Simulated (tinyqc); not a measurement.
Nucleation and growth against temperature: classical nucleation, growth and JMAK kinetics of crystallisation from a melt or glass. Computed by tinyqc, a small Python program. Command: `OMP_NUM_THREADS=1 python tinyqc.py 3017833 3017834 out.jsonl nucl walk`. One thread of a shared host (Intel(R) Xeon(R) Processor @ 2.30GHz), about 0.01 s of CPU time with the checks.

A spherical nucleus cap on a flat wall with a sharp interface of isotropic energy gamma; lambda = Omega^(1/3) is the jump distance.

Inputs (values chosen for the exercise, for a model substance):
```
quantity                        value        unit
melting point T_m                1790           K
heat of melting per volume H     1340      J/cm^3
interface energy gamma          0.105       J/m^2
atomic volume Omega              20.3  angstrom^3
diffusion prefactor D0        2.3e-07       m^2/s
activation energy Q              1.38          eV
contact angle theta               110     degrees
wall area per volume S_v      1.8e+07         1/m
```

Nucleation: on a flat wall. Driving force: Turnbull (linear).

Constants: k_B = 1.380649e-23 J/K; k_B = 8.617333262e-05 eV/K.

Method:
- Driving force per volume: dG = H (T_m - T)/T_m.
- Shape factor f = (2 + cos theta)(1 - cos theta)^2/4.
- W(r) = f [4 pi r^2 gamma - (4/3) pi r^3 dG]; r* = 2 gamma/dG; W* = f 16 pi gamma^3/(3 dG^2); n* = f (4/3) pi r*^3/Omega.
- D = D0 exp(-Q/(k_B T)); attachment rate k+ = (A*/lambda^2) D/lambda^2 with A* = 2 pi r*^2 (1 - cos theta); Zeldovich factor Z = sqrt(W*/(3 pi k_B T))/n*; sites per volume N = S_v/lambda^2; I = N Z k+ exp(-W*/(k_B T)); lag time = 1/(4 pi Z^2 k+).
- Growth (Wilson-Frenkel): u = (D/lambda) [1 - exp(-dG Omega/(k_B T))].
- JMAK with steady nucleation and growth, nuclei spread at random: extended fraction X_e = (pi/3) I u^3 t^4, X = 1 - exp(-X_e); t_X = [-3 ln(1 - X)/(pi I u^3)]^(1/4); final grains per volume = Gamma(5/4) (3/pi)^(1/4) (I/u)^(3/4), Gamma(5/4) = 0.9064024771.
- Grain size = (grains per volume)^(-1/3). Rows are kept where W*/(k_B T) < 70.

Rates:
```
T (K)  W*/(k_B T)  I (1/(m^3 s))     u (m/s)   t_0.5 (s)  grain size (micrometre)
895         2.610     1.1505e+30  9.5373e-06  1.6047e-04               1.7601e-03
985         2.932     4.0785e+30  4.3484e-05  3.7483e-05               1.8744e-03
1074        3.399     9.4186e+30  1.4660e-04  1.2221e-05               2.0603e-03
1164        4.103     1.4176e+31  3.9900e-04  5.2069e-06               2.3892e-03
1253        5.179     1.2371e+31  8.9243e-04  2.9455e-06               3.0230e-03
1342        6.948     4.7585e+30  1.7031e-03  2.3035e-06               4.5117e-03
1432       10.197     3.7862e+29  2.8206e-03  2.9709e-06               9.6368e-03
1522       17.119     7.0106e+26  4.0022e-03  1.1016e-05               5.0703e-02
1593       30.270     2.1281e+21  4.6204e-03  2.3697e-04               1.2591e+00
1647       55.565     3.0103e+10  4.6010e-03  1.2258e-01               6.4857e+02
```

Among these rows I peaks at 1164 K, u at 1593 K and the change is fastest at 1342 K, between the two. Growth has no barrier W*, so it peaks nearer T_m than nucleation. The grain size goes as (u/I)^(1/4), from 0.0018 micrometre at the lowest T to 650 at the highest. Caution: in the coldest rows the nucleus has under 20 atoms or the barrier is under 10 k_B T, where the capillary model and steady rates are only a guide.

Extremes, crossings and ranges named in words are read from the listed rows.
